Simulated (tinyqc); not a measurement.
Strain-driven roughening and islands of a mismatched epitaxial film: one step, computed by the program tinyqc. Command: `OMP_NUM_THREADS=1 python tinyqc.py 3024996 3024997 out.jsonl island walk`. One thread of a shared host (Intel(R) Xeon(R) Processor @ 2.30GHz), about 0.01 s of CPU time with the checks.

Film and substrate share isotropic elastic constants; the film is coherent and biaxially strained.

Question. Asaro-Tiller-Grinfeld instability. A ripple A cos(k x) has the surface chemical potential per volume [gamma k^2 - 2 (1 + nu) w k] A cos(k x), so k_c = 2 (1 + nu) w/gamma. With surface diffusion the amplitude grows at the rate q = B k^2 [2 (1 + nu) w k - gamma k^2], fastest at k_m = (3/4) k_c. B is the surface mobility.

Inputs (values chosen for the exercise, modelled on Si(0.5)Ge(0.5) on Si): Poisson ratio nu = 0.25; surface energy gamma = 1.1 J/m^2; surface mobility D_s nu_s Omega^2/(k_B T) = 3.3e-33 m^6/(J s).

Transport: surface diffusion.

energy density w = 86.63398 MJ/m^3

Give: k_c; critical wavelength; fastest wavelength; growth time 1/q at k_m.

Answer.

k_c = 0.19690 1/nm

critical wavelength = 31.911 nm

fastest wavelength = 42.548 nm

growth time 1/q at k_m = 1.7379 s
